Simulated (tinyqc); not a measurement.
p-n heterojunction, non-linear Poisson equation by Newton steps, Fermi-Dirac statistics: one step of the calculation.

One dimension, material 1 (p-type) at x < 0 and material 2 (n-type) at x > 0. Band edges: Ec = -psi in material 1 and -psi + dEc in material 2, Ev = Ec - Eg. Flat quasi-Fermi levels: 0 for holes, +V for electrons. n = Nc F((EFn - Ec)/Vt), p = Nv F((Ev - EFp)/Vt), with F(eta) = F_1/2(eta) = (2/sqrt(pi)) int_0^infinity sqrt(u) du/(1 + exp(u - eta)) (Fermi-Dirac statistics); full ionisation, no interface charge, classical densities; the doping types are chosen for the exercise.

Problem. Newton step. Solve the tridiagonal system a_(i-1) d_(i-1) + b_i d_i + a_i d_(i+1) = -F_i for nodes 1 to 9, with d = 0 on fixed nodes. Half of the step is added while the largest |d| exceeds 1.5 Vt, the full step after that.

Values chosen for this exercise:
- T = 400 K (temperature)

Constants: q = 1.602176634e-19 C, kB = 1.380649e-23 J/K, Vt = kB T/q. Results are converted to the units shown.

coupling a_i, interval 0 to 9 (F/cm^2): [1.1721258e-6, 1.5008928e-6, 1.9535430e-6, 2.5116982e-6, 3.0278144e-6, 1.5023796e-6, 7.9368914e-7, 4.1868640e-7, 2.2135470e-7, 1.1652761e-7]
diagonal b, node 1 to 9 (F/cm^2): [-5.3796893e-6, -4.0610458e-6, -4.6432849e-6, -5.6044740e-6, -4.5305576e-6, -2.2962951e-6, -1.2124278e-6, -6.4004293e-7, -3.3788730e-7]
residual F, node 1 to 9 (C/cm^2): [-3.5434207e-7, -3.2745064e-7, -2.6301603e-7, -2.1111616e-7, 1.6510861e-8, 3.8331868e-8, 7.2614850e-8, 1.3745080e-7, 2.6071402e-7]
psi at the start, node 0 to 10 (V): [-0.69988207, -0.64390704, -0.60019321, -0.56660820, -0.54048652, -0.52022889, -0.48189933, -0.40934503, -0.27180639, -0.01165580, 0.48252372]

Find: Newton step d, before damping; psi after iteration 1.

Solution.

Newton step d, before damping, node 1 to 9 (V): [-0.1441, -0.2805, -0.3047, -0.2405, -0.1226, 0.1039, 0.4844, 1.0324, 1.4479]
psi after iteration 1, node 0 to 10 (V): [-0.69988, -0.71597, -0.74044, -0.71898, -0.66073, -0.58154, -0.42994, -0.16713, 0.24440, 0.71232, 0.48252]

tinyqc, about 0.2 s, one thread, Intel Xeon 2.30GHz (shared host): `OMP_NUM_THREADS=1 python tinyqc.py 2040117 2040118 out.jsonl`
